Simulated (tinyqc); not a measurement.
# Spin coating of a resist or spin-on film: centrifugal thinning, evaporation and the final thickness (Emslie and Meyerhofer models), step by step

A worked calculation. Computed by tinyqc, a small Python program that keeps every step. Command: `OMP_NUM_THREADS=1 python tinyqc.py 3112128 3112129 out.jsonl spincoat walk`. One thread of a shared host (Intel(R) Xeon(R) Processor @ 2.30GHz), about 0.09 s of CPU time with the checks. Intermediate numbers are printed to about 7 digits and carried at full precision; extremes and crossings named in words are read from the listed rows.

A Newtonian film stays uniform over the wafer; solvent and solids have the same density and the concentration is uniform through the thickness.

Inputs (values chosen for the exercise, of the order of those of a polymer resist in an ester solvent):

| quantity | value | unit |
|---|---|---|
| solids volume fraction c0 | 0.056 | - |
| kinematic viscosity of the solvent nu_s | 0.7 | mm^2/s |
| viscosity constant k | 1700 | mm^2/s |
| viscosity exponent gamma | 3.4 | - |
| spin speed f | 6000 | rpm |
| evaporation rate at 1000 rpm e0 | 0.49 | micrometre/s |
| starting thickness h0 | 100 | micrometre |
| time t | 1.4 | s |
| wafer radius R | 150 | mm |
| shrinkage in the bake | 13 | % |

## Rates

omega = 2 pi f/60; nu(c) = nu_s + k c^gamma; evaporation rate e = e0 sqrt(f/1000 rpm). Flow constant K = 2 omega^2/(3 nu(c0)); Reynolds number of the air omega R^2/nu_air with nu_air = 15 mm^2/s.

omega = 628.3185 1/s

nu(c0) = 0.7942515 mm^2/s

evaporation rate e = 1.200250 micrometre/s

flow constant K = 0.3313679 1/(micrometre^2 s)

Reynolds number of the air = 942477.8

Caution: above a Reynolds number of about 3e5 the air flow near the rim turns turbulent, and evaporation is no longer uniform.

## Thinning without evaporation

dh/dt = -K h^3 gives h = h0/sqrt(1 + 2 K h0^2 t); for long times h = 1/sqrt(2 K t).

h(t) without evaporation = 1.038108 micrometre

long-time form = 1.038164 micrometre

time 1/(2 K h0^2) = 1.508897e-04 s

The long-time form is within 0.0054 %: the starting thickness is forgotten.

## The two-stage estimate

Meyerhofer estimate: flow rules until (1 - c0) K h^3 = e, then evaporation alone: h_w = (e/((1 - c0) K))^(1/3), dry film c0 h_w.

wet thickness h_w = 1.565536 micrometre

dry film, estimate = 87.67002 nm

drying time (1 - c0) h_w/e = 1.231299 s

## First explicit step of the full model

Solids s and liquid l per area start at s = c0 h0, l = (1 - c0) h0. With h = h0 and c = c0: Q = K h^3, K = 2 omega^2/(3 nu); one Euler step of length dt = 0.01 h0/Q for s and l, ds/dt = -c Q, dl/dt = -(1 - c) Q - e.

Q = 331367.9 micrometre/s

dt = 3.017794e-06 s

s = 5.544 micrometre

l = 93.45600 micrometre

Q/e at the start = 276082.4

## The full model

Full model for solids s and liquid l per area, h = s + l, c = s/h: ds/dt = -c Q, dl/dt = -(1 - c) Q - e, Q = 2 omega^2 h^3/(3 nu(c)); integrated adaptively (relative tolerance 1e-9) until l = 0. Dry film = s at l = 0, before the bake; film after the bake = s x (1 - shrinkage).

time to dry = 1.535975 s

dry film = 93.38517 nm

film after the bake = 81.24510 nm

## Course in time

Times are fractions of the time to dry.

History:

| fraction | t (s) | h (micrometre) | c | nu (mm^2/s) | Q/e | s (nm) |
|---|---|---|---|---|---|---|
| 0.003 | 4.607925e-03 | 17.80459 | 0.0560119 | 0.79432 | 1.558108e+03 | 997.2692 |
| 0.010 | 1.535975e-02 | 9.85668 | 0.0560705 | 0.79466 | 2.642473e+02 | 552.6689 |
| 0.030 | 4.607925e-02 | 5.69380 | 0.0563643 | 0.79635 | 5.082749e+01 | 320.9273 |
| 0.100 | 1.535975e-01 | 3.06836 | 0.0582666 | 0.80786 | 7.841092e+00 | 178.7828 |
| 0.200 | 3.071950e-01 | 2.08515 | 0.0627853 | 0.83905 | 2.369301e+00 | 130.9167 |
| 0.350 | 5.375913e-01 | 1.43937 | 0.0738332 | 0.94127 | 6.946992e-01 | 106.2731 |
| 0.500 | 7.679876e-01 | 1.04960 | 0.0925595 | 1.22033 | 2.077735e-01 | 97.1505 |
| 0.700 | 1.075183e+00 | 0.64828 | 0.1445259 | 3.06736 | 1.947730e-02 | 93.6939 |
| 0.900 | 1.382378e+00 | 0.27774 | 0.3362324 | 42.48531 | 1.105848e-04 | 93.3868 |

Q/e drops below 1 between t = 0.31 and 0.54 s, when c has risen from 0.056 to about 0.074; after that row the solids fall by a further 12 %. The full model gives 1.07 times the two-stage estimate.

## Spin curve

The formulas are those given above.

Dry film against speed:

| f (rpm) | full model (nm) | estimate (nm) | time to dry (s) |
|---|---|---|---|
| 500 | 323.4755 | 303.6979 | 18.41163 |
| 1000 | 228.7412 | 214.7468 | 9.21130 |
| 1500 | 186.7683 | 175.3400 | 6.14208 |
| 2000 | 161.7468 | 151.8489 | 4.60702 |
| 3000 | 132.0662 | 123.9841 | 3.07165 |
| 4000 | 114.3729 | 107.3734 | 2.30385 |
| 6000 | 93.3852 | 87.6700 | 1.53598 |

The full thickness goes as f^-0.500; the estimate as (e/omega^2)^(1/3) = f^(-1/2). The time to dry goes as f^-1.00. A thickness window of 1 % allows a speed error of about 2 %.

Checks made by the program: constant-viscosity run against c0 h0 exp(-int K h^2 dt) (relative difference 1e-05).
